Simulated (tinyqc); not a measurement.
## Conductivities from two wire lengths

Problem. A wire with uniform heating p0 per length and ends at the substrate temperature has theta(L/2) = (p0/g)[1 - 1/cosh(L/(2 LH))], LH = sqrt(kap A/g). Find LH, g and kap.

Inputs (values chosen for the exercise):
- A = 590 nm^2 (cross-section)
- p0 = 0.011 uW/nm (heating per length)

theta at the middle for L = 520 and 1040 nm (K): [14.317628, 29.890040]

Solution. With c = cosh(L1/(2 LH)) the longer wire has 2 c^2 - 1. The ratio of the two rises falls steadily from 4 to 1 as c grows, so it fixes c; g and kap follow.

LH = 260.3 nm
g = 0.2700 W/(m K)
kap = 31.00 W/(m K)

Numbers from tinyqc (`OMP_NUM_THREADS=1 python tinyqc.py 2520006 2520007 out.jsonl`; about 0.01 s on one thread of a shared Intel Xeon 2.30GHz).
